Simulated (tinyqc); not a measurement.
Inside a calculation. Model: free and trapped electrons in a MOS channel with a dense trap tail.

Computed by the program tinyqc: `OMP_NUM_THREADS=1 python tinyqc.py 2222070 2222071 out.jsonl`, one thread of a shared Intel Xeon 2.30GHz, about 0.02 s for the whole run. Printed values are rounded.

p-type body, charge-sheet picture, full ionisation (an idealisation for deep acceptors), Boltzmann statistics for free electrons. e = Ec - EF at the surface. Acceptor-like traps of density D(E) = D0 + De exp(-E/Ew) at depth E below Ec, from 0 to Eu, hold n_t = integral of D(E)/(1 + exp((e - E)/Vt)). psi = Eg - Vt ln(Nv/Na) - e; N_dep = sqrt(2 eps0 eps_r Na (psi - Vt)/q); n_f = sqrt(N_dep^2 + 2 eps0 eps_r Vt Nc exp(-e/Vt)/q) - N_dep; Vg = Vfb + psi + q (N_dep + n_t + n_f)/Cox, Cox = eps0 eox/tox.

Values chosen for this exercise; band and dielectric values close to those of silicon:
- T = 300 K (temperature)
- Eg = 1.12 eV (band gap)
- eps_r = 11.5 (relative permittivity)
- Nc = 2.77e19 cm^-3 (conduction-band density of states at T)
- Nv = 2.6e19 cm^-3 (valence-band density of states at T)
- eox = 3.9 (relative permittivity of the insulator)
- tox = 26 nm (insulator thickness)
- Na = 1.2e16 cm^-3 (acceptor density)
- Vfb = -0.75 V (flat-band voltage without trapped charge)
- D0 = 2.5e11 cm^-2 eV^-1 (constant background density of acceptor-like traps)
- De = 1.6e13 cm^-2 eV^-1 (density of the tail at the conduction edge)
- Ew = 0.08 eV (decay energy of the tail)
- Eu = 0.89 eV (depth below Ec down to which the traps reach)
- mf = 250 cm^2/(V s) (mobility of free electrons)
- e = 0.107 eV (Ec - EF at the surface)

Constants: q = 1.602176634e-19 C, kB = 1.380649e-23 J/K, Vt = kB T/q, eps0 = 8.8541878128e-14 F/cm where lengths are in cm. Results are converted to the units shown.

## Trapped charge

Trapezoid rule on 14 equal steps from 0 to Eu, f = 1/(1 + exp((e - E)/Vt)).

```
point,E (eV),D(E) f (cm^-2 eV^-1)
0,0,2.54956e11
1,0.0635714,1.17485e12
2,0.127143,2.40963e12
3,0.190714,1.65988e12
4,0.254286,9.13258e11
5,0.317857,5.50848e11
6,0.381429,3.85968e11
7,0.445,3.11426e11
8,0.508571,2.77749e11
9,0.572143,2.62535e11
10,0.635714,2.55663e11
11,0.699286,2.52558e11
12,0.762857,2.51156e11
13,0.826429,2.50522e11
14,0.89,2.50236e11
```

n_t = 5.85406e11 cm^-2

With 1600 steps n_t = 5.875e11 cm^-2; the coarse value is 0.35 % below it.

## Charges and gate voltage

psi, N_dep, n_f and Vg as defined, with the n_t given; free share n_f/(n_f + n_t); apparent mobility mf n_f/(n_f + n_t); gate voltage spent on traps q n_t/Cox.

psi = 0.814432 V
N_dep = 3.46814e11 cm^-2
n_f = 1.68321e11 cm^-2
Vg = 1.39206 V
free share = 22.3318 %
apparent mobility = 55.8295 cm^2/(V s)
gate voltage spent on traps = 0.706200 V
